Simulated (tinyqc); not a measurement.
Optical transitions of a finite quantum well: sweeps and comparisons. A value that a table varies takes the place of the one given here.

Each carrier sees a square well of width L with its own depth V and masses m (inside), mb (outside); c = hbar^2/2m0, k = sqrt(m E/c), kappa = sqrt(mb (V - E)/c), and level n solves k L + 2 atan[(k/m)/(kappa/mb)] = n pi. The envelope is cos(kz) for odd n and sin(kz) for even n inside, joins exp(-kappa (|z| - L/2)) outside, and is normalised to 1. Excitons and band mixing are left out.

Constants: hbar^2/2m0 = 3.80998211 eV angstrom^2; e^2/(4 pi eps0) = 14.39964547 eV angstrom; hc = 1239.841984 eV nm.

Parameters, chosen for this exercise (near those of a GaAs well in AlGaAs; not measured data):
```
symbol  value                                        unit         meaning
L       67                                           angstrom     well width
Vc      0.203                                        eV           conduction offset
me      0.0652                                       m0           electron, well
meb     0.0878                                       m0           electron, barrier
eps     11.6                                                      background dielectric constant
Nss     (0.032, 0.08, 0.16, 0.32, 0.48, 0.64, 0.96)  x 1e12/cm^2  sheet densities
Eg      1.548                                        eV           gap of the well
Vv      0.109                                        eV           valence offset
mh      0.344                                        m0           heavy hole along z, well
mhb     0.419                                        m0           heavy hole, barrier
ml      0.0921                                       m0           light hole along z, well
mlb     0.1128                                       m0           light hole, barrier
Ls      (31, 43, 57, 76, 95, 125, 178)               angstrom     widths
```

## Depolarisation shift

The collective line lies at E12 sqrt(1 + a), a = 8 pi q (n1 - n2) S/(eps E12), q = e^2/(4 pi eps0), S = integral over z of (integral up to z of psi_1 psi_2)^2. Zero temperature with the mass me in both subbands: n1 - n2 = Ns until Ns reaches D E12, D = me/(2 pi c), and D E12 beyond. 1e12/cm^2 = 1e-4/angstrom^2; exchange and the static band bending by the charge are left out.

Line position:
```
Ns (1e12/cm^2)  n1 - n2       a  line (meV)  shift (meV)
0.032             0.032  0.0041      130.79         0.26
0.080             0.080  0.0102      131.19         0.66
0.16              0.160  0.0203      131.85         1.32
0.32              0.320  0.0406      133.15         2.63
0.48              0.480  0.0609      134.45         3.92
0.64              0.640  0.0813      135.73         5.20
0.96              0.960  0.1219      138.26         7.73
```

S = 5.312 angstrom
E12 = 130.53 meV

What can be read from the table?

The upward shift grows from 0.26 to 7.73 meV, 5.9 % of E12 at most. For small a the shift is a E12/2, linear in Ns; in the last row that rule gives 7.96 meV. S/L = 0.0793, against 5/(9 pi^2) = 0.0563 for hard walls.

## Width of the well

Edge wavelength hc/(Eg + e1 + hh1), squared e1-hh1 overlap, lh1 - hh1, and the 1-2 intersubband energy with f_12 = (m1/c) E12 z_12^2, 1/m1 = <1|1/m|1> (dash: e2 unbound).

Results:
```
L (angstrom)  edge (nm)  overlap^2  lh1 - hh1 (meV)  E12 (meV)   f_12
31                731.5     0.9321             29.5          -      -
43                748.9     0.9530             26.5          -      -
57                762.4     0.9667             22.0      139.4  0.560
76                773.8     0.9772             16.9      117.3  0.973
95                780.9     0.9833             13.2       91.2  0.984
125               787.5     0.9888              9.3       62.7  0.976
178               793.3     0.9936              5.6       36.3  0.967
```

What can be read from the table?

The edge tunes from 731 to 793 nm, towards hc/Eg = 801 nm, while the overlap goes from 0.932 to 0.994. e2 binds at L = pi sqrt(c/(me Vc)) = 53.3 angstrom; f_12 starts from zero there and is 0.560 at 57 angstrom, the rest going to the continuum; among the widths listed it peaks at 0.984 (95 angstrom) and is 0.967 in the widest well, against 0.961 for hard walls.

## What each parameter does

Edge wavelength hc/(Eg + e1 + hh1), squared overlap of e1 and hh1, and the confinement energies. Each row changes one parameter from the base and keeps the others.

Results:
```
case             edge (nm)  overlap^2  e1 (meV)  hh1 (meV)
base                 769.2     0.9730      50.3       13.6
L = 60 angstrom      764.6     0.9688      57.5       16.0
Eg = 1.579 eV        754.6     0.9730      50.3       13.6
Vc = 0.233 eV        767.9     0.9805      53.0       13.6
Vv = 0.087 eV        769.5     0.9821      50.3       12.8
me = 0.0717 m0       769.9     0.9777      48.7       13.6
mh = 0.292 m0        768.6     0.9795      50.3       14.8
meb = 0.1054 m0      770.4     0.9745      47.7       13.6
```

What does this show?

The largest shifts from the base row, up to three for each result and ties (the steps differ in size, so this ranks the rows, not the parameters). edge (nm): Eg -14.5, L -4.5, Vc -1.3, meb +1.3. overlap^2: Vv +0.0091, Vc +0.0075, mh +0.0065; unchanged at the printed digits by Eg. e1 (meV): L +7.1, Vc +2.7, meb -2.6; unchanged at the printed digits by Eg, Vv and mh. hh1 (meV): L +2.4, mh +1.2, Vv -0.8; unchanged at the printed digits by Eg, Vc, me and meb.

Program tinyqc; command `OMP_NUM_THREADS=1 python tinyqc.py 1250173 1250174 out.jsonl`; about 0.6 s on one thread of a shared Intel(R) Xeon(R) Processor @ 2.30GHz.
